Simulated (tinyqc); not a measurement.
Inside a calculation. Model: thermoelectric coefficients with electrons and holes, Landauer integrals.

tinyqc, about 0.03 s, one thread, Intel Xeon 2.30GHz (shared host): `OMP_NUM_THREADS=1 python tinyqc.py 2800045 2800046 out.jsonl` Printed values are rounded.

Bulk parabolic band, x = (E - Ec)/kB T, C = hbar^2/(2 m0), kB T in eV. Modes per area gv m kB T x/(4 pi C) times the back-scattering length l0 x^rr give the transport function s0 X(x), s0 = (2 q^2/h) gv m kB T l0/(4 pi C), X = x^(1 + rr). Holes have the same form with the prefactor bb s0 and the reduced level -eta - xg in place of eta. I_k = int X (x - eta)^k w dx, w = 1/(4 cosh^2((x - eta)/2)).

Values chosen for this exercise:
```
symbol  value     unit                                                meaning
T         500        K                                            temperature
m         0.5       m0                                     mass of one valley
gv          2                                                         valleys
l0         12       nm                        back-scattering length at x = 1
rr          0                                  energy exponent of that length
kL        1.9  W/(m K)                           lattice thermal conductivity
eta      -1.5                              reduced Fermi level (EF - Ec)/kB T
xg        5.8                                                   gap over kB T
bb       0.33           ratio of the hole prefactor to the electron prefactor
xa          0                                           lower end of the grid
xe         10                                           upper end of the grid
nE         13                                              points of the grid
```

Constants: q = 1.602176634e-19 C, kB = 1.380649e-23 J/K, hbar = 1.054571817e-34 J s, h = 6.62607015e-34 J s, m0 = 9.1093837015e-31 kg, Vt = kB T/q, hbar^2/(2 m0) = 0.0380998212 eV nm^2. Results are converted to the units shown.

Range of the model: Parabolic bands, elastic scattering and a fixed kL make these model figures, not those of a material.

## The three integrals on a coarse grid

Simpson's rule on nE equally spaced points from xa to xe.

```
point         x          X            w          X w
0       0.00000          0    0.1491465            0
1       0.83333  0.8333333   0.08058517   0.06715431
2       1.66667   1.666667   0.03880421   0.06467368
3       2.50000        2.5   0.01766271   0.04415677
4       3.33333   3.333333  0.007834720   0.02611573
5       4.16667   4.166667  0.003435566   0.01431486
6       5.00000          5  0.001498929  0.007494644
7       5.83333   5.833333  6.525390e-4  0.003806477
8       6.66667   6.666667  2.838018e-4  0.001892012
9       7.50000        7.5  1.233793e-4  9.253451e-4
10      8.33333   8.333333  5.362793e-5  4.468994e-4
11      9.16667   9.166667  2.330801e-5  2.136568e-4
12     10.00000         10  1.012989e-5  1.012989e-4
```

I_0, I_1, I_2 on this grid: [0.2010091, 0.7256045, 3.012716]

Converged values are 0.20141, 0.72568 and 3.0276; the grid is 0.20 % below the first and 0.49 % below the last.

## Coefficients of the electrons

converged I_0, I_1, I_2: [0.2014133, 0.7256839, 3.027572]

sigma = s0 I_0, S = -(kB/q) I_1/I_0, Lorenz number L = (kB/q)^2 [I_2/I_0 - (I_1/I_0)^2], kappa_e = L sigma T.

s0 = 836.7314 S/cm
sigma = 168.5288 S/cm
S = -310.4790 uV/K
L = 1.522539 x 1e-8 V^2/K^2
kappa_e = 0.1282959 W/(m K)

L is 38 % below the Sommerfeld value (pi^2/3)(kB/q)^2 = 2.443e-8 V^2/K^2. The non-degenerate form -(kB/q)(2 + rr - eta) gives -302 uV/K, 2.9 % below S in size.

## Both bands together

converged I_0, I_1, I_2 of the holes: [0.01347733, 0.08499814, 0.5630620]

sigma = s0 I_0, S = -(kB/q) I_1/I_0, Lorenz number L = (kB/q)^2 [I_2/I_0 - (I_1/I_0)^2], kappa_e = L sigma T. With both bands: sigma = sigma_n + sigma_p, S = (sigma_n S_n + sigma_p S_p)/sigma with S_p = +(kB/q) I_1/I_0 of the holes, and kappa_e is the sum of L sigma T of both bands and the bipolar term sigma_n sigma_p (S_p - S_n)^2 T/sigma. Power factor S^2 sigma, ZT = S^2 sigma T/(kappa_e + kL).

sigma_p = 3.721379 S/cm
S_p = 543.4736 uV/K
S = -292.0298 uV/K
bipolar kappa = 0.1327565 W/(m K)
ZT = 0.3394399

Holes carry 2.16 % of the conductivity and change S from -310 to -292 uV/K. Electrons alone would give ZT = 0.400.
